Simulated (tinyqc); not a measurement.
The mass ratio: thresholds of impact ionisation and Auger recombination from band masses.

Inputs chosen for the exercise (out of a larger set: near those of GaSb, gap at low temperature and not tied to T; not measured data): Eg = 0.805 eV (gap at Gamma to the s-like level).

mu = me/mh is varied; thresholds in units of Eg for ionisation started by an electron, (1 + 2 mu)/(1 + mu), and by a heavy hole, (2 + mu)/(1 + mu).

Results:
```
mu     electron (Eg)  hole (Eg)  electron (eV)  hole (eV)
0.023         1.0225     1.9775          0.823      1.592
0.124         1.1103     1.8897          0.894      1.521
0.170         1.1453     1.8547          0.922      1.493
0.470         1.3197     1.6803          1.062      1.353
1.000         1.5000     1.5000          1.208      1.208
1.200         1.5455     1.4545          1.244      1.171
2.000         1.6667     1.3333          1.342      1.073
```

The two thresholds add up to 3 Eg in every row and are equal, 3/2 Eg, at mu = 1. The lighter carrier has the lower threshold; in the first row the two differ by 0.769 eV, which would favour one carrier in avalanche multiplication. Real ionisation rates depend on the whole band structure and can be nearly equal although the edge masses differ.

tinyqc: `OMP_NUM_THREADS=1 python tinyqc.py 1850969 1850970 out.jsonl`; about 0.01 s, one thread, shared Intel(R) Xeon(R) Processor @ 2.30GHz.
